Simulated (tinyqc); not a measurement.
# Electron continuity equation in a given potential, Scharfetter-Gummel discretisation: error of the current against the mesh

Steady state in one dimension: J = q mu n E + q D dn/dx with E = -dpsi/dx and D = mu Vt, dJ/dx = q (n/tau - G), fixed densities nL and nR at the ends. The potential is given, psi = U (x/L)^2, and is not changed by the electrons.

Fluxes J_i = (q D/h)(n_(i+1) P_i - n_i Q_i), d_i = (psi_(i+1) - psi_i)/Vt: Scharfetter-Gummel P = B(d), Q = B(-d), B(d) = d/(exp(d) - 1); central P = 1 - d/2, Q = 1 + d/2; upwind P = 1 + max(-d, 0), Q = 1 + max(d, 0). Balance at each inner node: J_i - J_(i-1) = q h (n_i/tau - G). The reference is Scharfetter-Gummel on 4000 intervals or more. Errors are those of J on the first interval against the reference at its midpoint; errors under 1e-6 % are printed as 0.

Parameters, values chosen for the exercise; mobility close to that of indium phosphide at room temperature: temperature T = 325 K; electron mobility mu = 5000 cm^2/(V s); length of the region L = 0.24 um; density at x = 0 nL = 1.1e12 cm^-3; density at x = L nR = 1.9e11 cm^-3; lifetime tau = 7.8e-12 s; uniform generation rate G = 0 cm^-3 s^-1; potential difference psi(L) - psi(0) U = -0.46 V.

Constants: q = 1.602176634e-19 C, kB = 1.380649e-23 J/K, Vt = kB T/q. Results are converted to the units shown.

Result of one run:

| N | largest \|d\| | reference J (A/cm^2) | SG error (%) | central error (%) | upwind error (%) |
|---|---|---|---|---|---|
| 80 | 0.4081 | 5.324 | -0.0448 | 4.75e-3 | -0.784 |

What becomes of these results when the number of intervals N is changed from 80 to 20, all else the same?

Result of the changed run:

| N | largest \|d\| | reference J (A/cm^2) | SG error (%) | central error (%) | upwind error (%) |
|---|---|---|---|---|---|
| 20 | 1.601 | 5.335 | -0.686 | 0.0757 | -3.18 |

The whole series:

| N | largest \|d\| | reference J (A/cm^2) | SG error (%) | central error (%) | upwind error (%) |
|---|---|---|---|---|---|
| 5 | 5.913 | 5.385 | -7.35 | 3.14 | -13.7 |
| 10 | 3.121 | 5.351 | -2.45 | 0.301 | -6.50 |
| 20 | 1.601 | 5.335 | -0.686 | 0.0757 | -3.18 |
| 40 | 0.8110 | 5.327 | -0.177 | 0.0190 | -1.57 |
| 80 | 0.4081 | 5.324 | -0.0448 | 4.75e-3 | -0.784 |
| 160 | 0.2047 | 5.322 | -0.0112 | 1.20e-3 | -0.391 |

From N = 80 to 160 the error shrinks by 4.0 (Scharfetter-Gummel), 4.0 (central), 2.0 (upwind); 4 marks second order and 2 first order. At N = 5 the errors are -7.3, 3.1 and -14 %.

Range of the model: The drift velocity mu E exceeds 1e7 cm/s somewhere, where real mobilities no longer stay constant.

Program tinyqc, `OMP_NUM_THREADS=1 python tinyqc.py 2220029 2220030 out.jsonl`; Intel Xeon 2.30GHz, shared host, one thread, about 0.01 s.
